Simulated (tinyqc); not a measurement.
Three structures under pressure: Born-Mayer model of an ionic crystal AB. Computed by tinyqc, a small Python program. Command: `OMP_NUM_THREADS=1 python tinyqc.py 3017911 3017912 out.jsonl bornmayer walk`. One thread of a shared host (Intel(R) Xeon(R) Processor @ 2.30GHz), about 0.01 s of CPU time with the checks.

Energies are per ion pair and r is the nearest distance of unlike ions.

Inputs (values chosen for the exercise, for a model salt): ionic charge z = 2; unlike repulsion lambda = 1760 eV; range rho = 0.313 angstrom.

Structure: rock salt. Short range: nearest neighbours only.

Constants: e^2/(4 pi eps_0) = 14.39964548 eV angstrom; 1 eV/angstrom^3 = 160.2176634 GPa.

Method:
- Madelung constant M, unlike neighbours z1, like neighbours z2 at f r, volume per pair: rock salt 1.747565, 6, 12, sqrt2, 2 r^3; caesium chloride 1.762675, 8, 6, 2/sqrt3, 8 r^3/(3 sqrt3); zinc blende 1.638055, 4, 12, sqrt(8/3), 16 r^3/(3 sqrt3).
- U(r) = -M z^2 e^2/(4 pi eps_0 r) + z1 lambda exp(-r/rho).
- With the volume written as c r^3, under pressure take the root at the minimum of the enthalpy and solve U'(r) + 3 c r^2 P = 0; H = U + P V; B = (U'' - 2 U'/r)/(9 c r).

Enthalpy (eV per pair):
```
P (GPa)  rock salt  caesium chloride  zinc blende
0          -37.040           -35.839      -36.651
2          -36.715           -35.550      -36.239
5          -36.235           -35.121      -35.635
10         -35.452           -34.419      -34.656
20         -33.943           -33.062      -32.789
40         -31.101           -30.489      -29.328
70         -27.163           -26.899      -24.612
100        -23.506           -23.546      -20.291
```

volumes at zero pressure (angstrom^3): rock salt 26.175, caesium chloride 23.328, zinc blende 33.221

What does the comparison show, and why?

At zero pressure the order is rock salt < zinc blende < caesium chloride. Between 70 and 100 GPa the lowest enthalpy passes from rock salt to caesium chloride. Pressure favours the denser structure, through P V. The Madelung constants, the number of repulsive contacts and the volumes (26.2, 23.3, 33.2 angstrom^3 at P = 0) all matter. Caution: rigid ions with fixed charges leave out polarisation and covalency, so such models often misplace transition pressures.

Extremes, crossings and ranges named in words are read from the listed rows.
